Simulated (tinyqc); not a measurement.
# MOSFET in saturation, small-signal circuit and noise, step by step

Computed by the program tinyqc: `OMP_NUM_THREADS=1 python tinyqc.py 2150011 2150012 out.jsonl`, one thread of a shared Intel Xeon 2.30GHz, about 0.01 s for the whole run. Printed values are rounded.

Bias by the inversion coefficient IC = I/Ispec (charge-based model with velocity saturation; weak inversion below 0.1, strong above 10). Common-source circuit: gm, gds, Cgs, Cgd and Cj at the inner nodes, Rg in series with the gate; quasi-static, no source or drain resistance, no gate-body capacitance, no substrate network, no induced gate noise, so fmax is an upper estimate.

Parameters, values chosen for the exercise: temperature T = 250 K; gate length L = 130 nm; total gate width W = 40 um; gate capacitance Cox = 0.94 uF/cm^2; mobility mu = 130 cm^2/(V s); slope factor n = 1.29; velocity-saturation length Ls = 25 nm; ratio gds/gm sg = 0.021; overlap and fringe capacitance per side Cov = 0.26 fF/um; drain junction capacitance Cj = 0.36 fF/um; sheet resistance of the gate Rsh = 5 ohm; finger width Wf = 0.5 um; gate contact and vertical resistance Rc = 100 ohm um; inversion coefficient IC = 3.1; short-channel excess of the noise factor gw = 0.09; oxide trap density Nt = 2.3e17 cm^-3 eV^-1; tunnelling length into the oxide lt = 0.1 nm; Coulomb scattering coefficient ac = 3000 V s/C; signal frequency f = 1 GHz.

Constants: q = 1.602176634e-19 C, kB = 1.380649e-23 J/K, Vt = kB T/q. Results are converted to the units shown.

Range of the model: fmax exceeds 4 fT, where channel resistance and substrate losses, left out here, would cap it.

## Current, transconductance and gain

Ispec = 2 n mu Cox (W/L) Vt^2, lc = Ls/L, gms = [sqrt((lc IC + 1)^2 + 4 IC) - 1]/[2 + lc (lc IC + 1)], gm = gms Ispec/(n Vt), gds = sg gm.

Ispec = 45.02289 uA
I = 139.5710 uA
gms = 1.242430
gm = 2.012809 mS
gds = 0.04226899 mS
gm/I = 14.42140 1/V

gm/I is 40.1 % of its weak-inversion limit 1/(n Vt); without velocity saturation (lc = 0) gms would be 1.33.

## Capacitances, gate resistance and cut-off frequencies

qs = [sqrt(1 + 4 IC) - 1]/2, Cgs = Cox W L qs (2 qs + 3)/(3 (qs + 1)^2) + Cov W, Cgd = Cov W, Cd = Cj W, Rg = Rsh (Wf/L)/(12 Nf) + Rc/W with Nf = W/Wf fingers (not rounded) contacted at both ends. fT = gm/(2 pi (Cgs + Cgd)), fmax = fT/(2 sqrt(Rg (gds + 2 pi fT Cgd))).

Cgs = 32.99427 fF
Cgd = 10.4 fF
Cd = 14.4 fF
Rg = 2.520032 ohm
fT = 7.382276 GHz
fmax = 101.5117 GHz

Overlap and fringe make up 47.9 % of the gate capacitance; fmax is 13.8 times fT.

## Admittance matrix

Inner admittances at w = 2 pi f: y11 = i w (Cgs + Cgd), y12 = -i w Cgd, y21 = gm - i w Cgd, y22 = gds + i w (Cgd + Cd). Invert to Z, add Rg to Z11 and invert back to Y.

inner y (mS):

|  | 1 | 2 |
|---|---|---|
| 1 | 0.000000+0.272654i | 0.000000-0.065345i |
| 2 | 2.012809-0.065345i | 0.042269+0.155823i |

Y with Rg (mS):

|  | 1 | 2 |
|---|---|---|
| 1 | 0.000187+0.272654i | -0.000045-0.065345i |
| 2 | 2.012763-0.066728i | 0.042280+0.156154i |

## Current gain and unilateral power gain

|h21| = |Y21/Y11|; U = |Y21 - Y12|^2/(4 [Re Y11 Re Y22 - Re Y12 Re Y21]). Extrapolated at 20 dB a decade: f |h21| and f sqrt(U).

|h21| = 7.386165
U = 10304.63
f |h21| = 7.386165 GHz
f sqrt(U) = 101.5117 GHz

f |h21| is 0.053 % above the formula for fT, and f sqrt(U) within 0.01 % of that for fmax.

## Noise at the gate

Channel noise Sid = 4 kB T gam n gm with gam = (1/2 + (2/3) qs)/(1 + qs) + gw lc IC, qs = [sqrt(1 + 4 IC) - 1]/2, lc = Ls/L (the last term an empirical rise with velocity saturation); at the gate, white noise Sw = Sid/gm^2 + 4 kB T Rg. Number fluctuation with correlated mobility: S(f) = K/f, K = q^2 Vt lt Nt/(W L Cox^2) (1 + ac mu Cox I/gm)^2, Vt in eV with Nt per eV. Corner fc = K/Sw. Full shot noise would be 2 q I.

gam = 0.6487990
Sid = 2.325871e-23 A^2/Hz
Sid/(2 q I) = 0.5200562
sqrt(Sw) = 2.403269 nV/Hz^0.5
K = 2.910761e-11 V^2
fc = 5.039667 MHz

The gate resistance gives 0.60 % of the white noise power.
